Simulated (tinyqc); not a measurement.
Donor binding, ionisation and the Mott limit: two steps of the calculation.

Hydrogenic donor: Ry = (m0 q^3/(8 eps0^2 h^2)) me/eps_r^2 in eV, E0 = cc Ry, radius a = q/(8 pi eps0 eps_r E0), Mott density Nm = (0.26/a)^3. Below Nm the level sinks as Ed = E0 [1 - (N/Nm)^(1/3)]. Neutrality: Nc F12(eta) = N/(1 + 2 exp(eta + Ed/kB T)), F12(x) = (2/sqrt(pi)) int_0^infinity sqrt(u)/(1 + exp(u - x)) du.

Inputs (values chosen for the exercise); band and dielectric values close to those of silicon: temperature T = 300 K; relative permittivity eps_r = 11.6; mass in the hydrogenic formula, set independently of Nc me = 0.261 m0; conduction-band density of states at 300 K Nc = 2.79e19 cm^-3; ratio of the true binding energy to the hydrogenic one cc = 1; donor density N = 1.9e16 cm^-3.

Constants: q = 1.602176634e-19 C, kB = 1.380649e-23 J/K, eps0 = 8.8541878128e-12 F/m, h = 6.62607015e-34 J s, m0 = 9.1093837015e-31 kg, Vt = kB T/q. Results are converted to the units shown.

Task 1. Binding energy, radius and Mott density. The mean spacing of the donors is N^(-1/3).

Find: Ry; E0; a; Nm; spacing over a; Ed.

Result 1.

Ry = 26.39 meV
E0 = 26.39 meV
a = 2.352 nm
Nm = 1.351e18 cm^-3
spacing over a = 15.93
Ed = 20.02 meV

Task 2. Ionisation. Solve the neutrality equation for eta. Boltzmann form: with k = (Nc/2) exp(-Ed/kB T) the ionised share is [-k + sqrt(k^2 + 4 k N)]/(2 N).

Ed = 20.020320 meV

Wanted: eta; ionised share; n; ionised share, Boltzmann form.

Result 2.

eta = -7.2946
ionised share = 99.706 %
n = 1.8944e16 cm^-3
ionised share, Boltzmann form = 99.706 %

With the level held at E0 the share would be 99.6 %.

Range of the model: A sharp level with degeneracy 2 overstates freeze-out near Nm, where the impurity band broadens and merges with the conduction band.

Program tinyqc, `OMP_NUM_THREADS=1 python tinyqc.py 2330051 2330052 out.jsonl`; Intel Xeon 2.30GHz, shared host, one thread, about 0.01 s.
